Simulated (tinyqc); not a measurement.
Empirical pseudopotential in a few plane waves, step by step. Computed by tinyqc, a small Python program that keeps every step. Settings: plane-wave index or count = 15. Command: `OMP_NUM_THREADS=1 python tinyqc.py 26821 26822 out.jsonl` (the two numbers bound the seeds that draw the settings). One thread of a shared host (Intel(R) Xeon(R) Processor @ 2.60GHz), about 0.2 s of CPU time with the checks.

## Bloch Hamiltonian at G

Parameters chosen for this model: fcc lattice, atoms at +/- a/8 (1,1,1); form factors in rydberg at |G|^2 in units of (2 pi/a)^2:
```
parameter                 value      unit
a                      5.690000  angstrom
VS(3)                 -0.233000        Ry
VS(8)                  0.009000        Ry
VS(11)                 0.043000        Ry
VA(3)                         0        Ry
VA(4)                         0        Ry
VA(11)                        0        Ry
hbar^2/2m (2 pi/a)^2   4.645775        eV
```

k point G (2 pi / a): 0  0  0

Basis: the 15 shortest G (labels in 2 pi/a), the same at every k. H(G,G') = c |k + G|^2 delta + VS(|G-G'|^2) cos((G-G').tau) + i VA sin((G-G').tau), tau = a/8 (1,1,1); 1 Ry = 13.605693 eV.

H(k) at G (eV), lower triangle:
```
           +0+0+0     -1-1-1     -1-1+1     -1+1-1     -1+1+1     +1-1-1     +1-1+1     +1+1-1
+0+0+0   0.000000
-1-1-1   2.241618  13.937324
-1-1+1  -2.241618   0.000000  13.937324
-1+1-1  -2.241618   0.000000   0.122451  13.937324
-1+1+1  -2.241618  -0.122451   0.000000   0.000000  13.937324
+1-1-1  -2.241618   0.000000   0.122451   0.122451   0.000000  13.937324
+1-1+1  -2.241618  -0.122451   0.000000   0.000000   0.122451   0.000000  13.937324
+1+1-1  -2.241618  -0.122451   0.000000   0.000000   0.122451   0.000000   0.122451  13.937324
+1+1+1   2.241618   0.000000  -0.122451  -0.122451   0.000000  -0.122451   0.000000   0.000000
-2+0+0   0.000000  -2.241618  -2.241618  -2.241618   2.241618   0.413689  -0.413689  -0.413689
+0-2+0   0.000000  -2.241618  -2.241618   0.413689  -0.413689  -2.241618   2.241618  -0.413689
+0+0-2   0.000000  -2.241618   0.413689  -2.241618  -0.413689  -2.241618  -0.413689   2.241618
+0+0+2   0.000000  -0.413689   2.241618  -0.413689  -2.241618  -0.413689  -2.241618   0.413689
+0+2+0   0.000000  -0.413689  -0.413689   2.241618  -2.241618  -0.413689   0.413689  -2.241618
+2+0+0   0.000000  -0.413689  -0.413689  -0.413689   0.413689   2.241618  -2.241618  -2.241618

           +1+1+1     -2+0+0     +0-2+0     +0+0-2     +0+0+2     +0+2+0     +2+0+0
+1+1+1  13.937324
-2+0+0  -0.413689  18.583098
+0-2+0  -0.413689   0.122451  18.583098
+0+0-2  -0.413689   0.122451   0.122451  18.583098
+0+0+2  -2.241618  -0.122451  -0.122451   0.000000  18.583098
+0+2+0  -2.241618  -0.122451   0.000000  -0.122451   0.122451  18.583098
+2+0+0  -2.241618   0.000000  -0.122451  -0.122451   0.122451   0.122451  18.583098
```

## Levels at G

Diagonalise the Hermitian matrix.

eigenvalues (eV): -2.405630  9.922707  10.377764  10.377764  10.377764  13.814872  13.814872  13.814872  16.710307  18.338196  18.338196  22.020206  22.020206  22.020206  23.454873

## Bands along a path

The same steps at evenly spaced points between the labelled ones.

Bands along the path (eV), lowest eight:
```
k            band 1    band 2     band 3     band 4     band 5     band 6     band 7     band 8
L         -0.123496  2.947640   9.485831   9.485831  10.861290  14.730204  14.730204  17.906979
L-G 0.33  -1.153389  4.504074   9.577604   9.577604  11.040799  14.713530  14.713530  17.650182
L-G 0.67  -2.077723  7.184561  10.029145  10.029145  11.546495  14.398955  14.398955  14.645155
G         -2.405630  9.922707  10.377764  10.377764  10.377764  13.814872  13.814872  13.814872
G-X 0.33  -1.965548  7.033154   9.445924   9.445924  12.601372  13.070453  15.424936  15.424936
G-X 0.67  -0.666638  4.220795   8.425086   8.425086  11.605535  12.378416  18.291344  18.412484
X          1.420466  1.797565   8.184617   8.184617  11.167502  11.748338  21.917962  21.917962
```

With 4 band(s) filled, the highest filled level on these points lies at G and the lowest empty one at G: the bands touch or overlap, so there is no gap. This holds for the small fixed basis; with all plane waves up to |k + G|^2 = 21 (2 pi/a)^2 the gap along the path is 0.19 eV.

## Convergence with the number of plane waves

Levels at G counted from the fourth one.

Levels (eV):
```
plane waves     level 1   level 5   level 8
9            -16.220502         0  0.489805
15           -12.783393         0  3.437108
27           -12.306023  0.039861  3.108931
51           -12.213672  0.164523  3.258828
59           -12.208881  0.196064  3.148933
65           -12.215229  0.196064  3.137670
89           -12.204862  0.191527  3.143975
```
